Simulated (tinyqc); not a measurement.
Minority-electron transport through the base of a bipolar transistor (Moll-Ross and Kroemer integrals): one step, computed by the program tinyqc.

Low injection, one dimension, x from the emitter edge (0) to the collector edge (W), s = x/W. Recombination is treated as a small correction (valid for tau_B well below tau_n), computed from the stored charge.

Question. Profile and built-in field. N(x) = N_0; n_i(x) = n_i; D(x) = (k_B T/e) mu, mu = mu_min + (mu_max - mu_min)/(1 + (N/N_ref)^0.7). Field that drives electrons towards the collector, averaged over the base: (k_B T/e) ln[N_0 n_i(W)^2/(N(W) n_i^2)]/W.

Inputs (values chosen for the exercise, modelled on GaAs):
```
quantity,value,unit
base doping at the emitter edge N_0,1.1e+19,1/cm^3
base width W,57,nm
mu_min,1200,cm^2/(V s)
mu_max,6720,cm^2/(V s)
N_ref,1.2e+17,1/cm^3
temperature T,300,K
```

Base doping profile: uniform. Gap grading: none. Exit of the base: infinite sink.

Constants: k_B = 8.617333262e-05 eV/K.

Give: Across the base; drift factor eta (potential drop in k_B T/e); mean built-in field.

Answer.

Across the base:
```
s,N (1/cm^3),n_i(x)^2/n_i^2,D (cm^2/s),y (s/cm^5)
0.0,1.10e+19,1,36.815,2.9879e+17
0.2,1.10e+19,1,36.815,2.9879e+17
0.4,1.10e+19,1,36.815,2.9879e+17
0.6,1.10e+19,1,36.815,2.9879e+17
0.8,1.10e+19,1,36.815,2.9879e+17
1.0,1.10e+19,1,36.815,2.9879e+17
```

drift factor eta (potential drop in k_B T/e) = 0

mean built-in field = 0 kV/cm
